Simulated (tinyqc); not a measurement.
# From one set of inputs to another, one input at a time

Model: lateral field, substrate current, probability of reaching the oxide barrier and hot-carrier lifetime of a silicon transistor (pseudo-two-dimensional and lucky-electron models). Computed by tinyqc, a small Python program. Command: `OMP_NUM_THREADS=1 python tinyqc.py 3003183 3003184 out.jsonl hotcar ladder`. One thread of a shared host (Intel(R) Xeon(R) Processor @ 2.30GHz), about 0.01 s of CPU time with the checks.

Local-field models: a lucky carrier gains its energy at the peak field over a path free of collisions. Voltages are magnitudes.

The inputs printed are set A. Set A is modelled on a silicon n-channel; the values taken over come from a set modelled on a silicon p-channel. Inputs not listed in the table keep their values of set A, so the rows need not describe a real material.

Inputs (values chosen for the exercise, modelled on a silicon n-channel):

| quantity | value | unit |
|---|---|---|
| channel length L | 440 | nm |
| oxide thickness t | 11 | nm |
| junction depth x_j | 140 | nm |
| mobility mu | 280 | cm^2/(V s) |
| saturation velocity v_s | 0.86 | 1e7 cm/s |
| threshold voltage V_T | 0.65 | V |
| gate voltage V_G | 2.1 | V |
| drain voltage V_D | 5.7 | V |
| ionisation prefactor A_i | 1.7e+06 | 1/cm |
| ionisation field B_i | 1.62 | MV/cm |
| hot-carrier mean free path lambda | 7.3 | nm |
| oxide barrier phi_b | 3.1 | eV |
| interface-trap threshold phi_it | 3.6 | eV |
| lifetime constant H | 40 | s microampere/micrometre |
| length of the depleted extension L_n | 50 | nm |

Drain: lightly doped extension.

Constants: eps_0 = 8.8541878128e-12 F/m.

Method:
- C_ox = 3.9 eps_0/t; F_sat = 2 v_s/mu; V_Dsat = V_ov F_sat L/(V_ov + F_sat L), V_ov = V_G - V_T; I_D/W = C_ox v_s (V_ov - V_Dsat).
- Scale length l = 0.22 t^(1/3) x_j^(1/2) (all in cm); F_m = sqrt(((V_D - V_Dsat)/l_e)^2 + F_sat^2), with l_e = l + L_n; length of the velocity-saturated region l_e ln((V_D - V_Dsat)/(l_e F_sat) + F_m/F_sat).
- Substrate current I_sub/I_D = (A_i/B_i)(V_D - V_Dsat) exp(-B_i/F_m); probability of reaching the oxide barrier exp(-phi_b/(e lambda F_m)); lifetime tau = (H/(I_D/W)) exp(phi_it/(e lambda F_m)).

Each row keeps all changes above it:

| input moved | from | to | peak field F_m (kV/cm) | substrate current I_sub/W (microampere/micrometre) | drain current I_D/W (microampere/micrometre) |
|---|---|---|---|---|---|
| set A | - | - | 357.7 | 7.362e+00 | 136.7 |
| junction depth x_j (nm) | 140 | 64 | 446.9 | 1.818e+01 | 136.7 |
| drain voltage V_D (V) | 5.7 | 3.7 | 263.8 | 8.503e-01 | 136.7 |
| hot-carrier mean free path lambda (nm) | 7.3 | 5 | 263.8 | 8.503e-01 | 136.7 |
| ionisation field B_i (MV/cm) | 1.62 | 3.85 | 263.8 | 7.619e-05 | 136.7 |
| mobility mu (cm^2/(V s)) | 280 | 120 | 274.9 | 6.753e-05 | 73.2 |
| threshold voltage V_T (V) | 0.65 | 0.48 | 266.3 | 4.997e-05 | 89.4 |
| length of the depleted extension L_n (nm) | 50 | 14 | 366.6 | 2.617e-03 | 89.4 |

Which inputs carry the difference?

Peak field F_m goes from 358 to 367, a factor 1.025 in all. The largest single move comes from drain voltage V_D (a factor 0.590), but it runs against the net change; the largest move in the direction of the net change is length of the depleted extension L_n (a factor 1.38). Substrate current I_sub/W goes from 7.36 to 0.00262, a factor 3.55e-4 in all. The largest single move comes from ionisation field B_i (a factor 8.96e-5), and length of the depleted extension L_n works against it (a factor 52.4). Drain current I_D/W goes from 137 to 89.4, a factor 0.654 in all. The largest single move comes from mobility mu (a factor 0.535), and threshold voltage V_T works against it (a factor 1.22). The single moves hold for this order of the switches; the total does not depend on the order.

Caution (all rows): the empirical formula for l was fitted to oxides of about 15 nm or more; for thinner ones it is an extrapolation. Caution (rows set A, junction depth x_j): the saturated region fills most of the channel, so the split into two regions is rough. Caution (rows junction depth x_j): multiplication above 10 % feeds back on the field and the source barrier (snapback), which the model leaves out.

Extremes, crossings and ranges named in words are read from the listed rows.
